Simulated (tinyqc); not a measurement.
Hydrogen passivation of interface dangling bonds: competing passivation and dissociation with distributed barriers. Changing the hydrogen pressure p. Computed by tinyqc, a small Python program. Command: `OMP_NUM_THREADS=1 python tinyqc.py 3021624 3021625 out.jsonl passiv sweep`. One thread of a shared host (Intel(R) Xeon(R) Processor @ 2.30GHz), about 0.1 s of CPU time with the checks.

P_b + H2 gives P_bH + H at the rate k_f [H2]; P_bH gives P_b + H at the rate k_d. All defects start unpassivated. E_f and E_d are Gaussian and independent.

Inputs (values chosen for the exercise, close to those used for P_b centres at the silicon-oxide interface):
```
quantity                                      value          unit
defect density N0                           2.2e+12        1/cm^2
passivation prefactor k_f0                  6.9e-07        cm^3/s
mean passivation barrier E_f                   1.61            eV
spread sigma_f                                0.035            eV
dissociation prefactor k_d0                 1.3e+13           1/s
mean dissociation barrier E_d                  2.67            eV
spread sigma_d                                0.041            eV
H2 in the oxide per atm, solubility factor  8.5e+17  1/(cm^3 atm)
anneal temperature T                            650             C
anneal time t                                    87             s
oxide thickness                                 3.2            nm
```

Constants: k_B = 8.617333262e-05 eV/K; e = 1.602176634e-19 C; eps_0 = 8.8541878128e-12 F/m.

Method:
- [H2] = solubility factor x p; a = k_f0 [H2] exp(-E_f/(k_B T)), d = k_d0 exp(-E_d/(k_B T)). For one pair of barriers the active share is y = [d + a exp(-(a + d) t)]/(a + d).
- Temperatures in kelvin are T(C) + 273.15.
- Average y over both Gaussians with 40 x 40 Gauss-Hermite points.
- Active density N0 y; threshold shift if each active defect holds one charge, e N0 y t_ox/(3.9 eps_0).
- Minimise the averaged y over T between 150 and 900 C: find where ln y is equal at T - 0.05 and T + 0.05 C; T is rounded to 0.1 C.

One run for each value:
```
hydrogen pressure p (atm)  active share y  best temperature (C)  least active share
0.003                          1.4832e-02                 539.2          2.9426e-03
0.009                          5.0212e-03                 514.1          6.1235e-04
0.03                           1.5147e-03                 487.4          1.0752e-04
0.09                           5.0572e-04                 464.0          2.1786e-05
0.3                            1.5180e-04                 439.7          3.7674e-06
0.9                            5.0609e-05                 418.6          7.5747e-07
3                              1.5183e-05                 396.8          1.3037e-07
9                              5.0612e-06                 378.0          2.6162e-08
30                             1.5184e-06                 358.5          4.5013e-09
```

Over the rows, active share y falls from 0.0148 to 1.52e-6 (exponent d ln y / d ln x about -1.00 throughout); best temperature (C) falls from 539 to 358 (exponent d ln y / d ln x about -0.044 throughout); least active share falls from 0.00294 to 4.50e-9 (exponent d ln y / d ln x about -1.5 throughout). The exponent of active share y stays between -1.00 and -0.99, near -1: steady balance d/a. High pressure speeds passivation and shifts the balance, the reason for high-pressure anneals.

Caution (all rows): atomic hydrogen, which both passivates and depassivates, and further passivation during cooling are left out. Caution (rows 0.00900, 0.0300, 0.0900, 0.300, 0.900, 3.00, 9.00, 30.0): a least active share below 1e-3 is a property of the model; measured passivation levels off well above it. Caution (rows 0.0900, 0.300, 0.900, 3.00, 9.00, 30.0): densities below a few 1e9 per cm^2 are formal: other defects set the floor in real interfaces.

Extremes, crossings and ranges named in words are read from the listed rows.
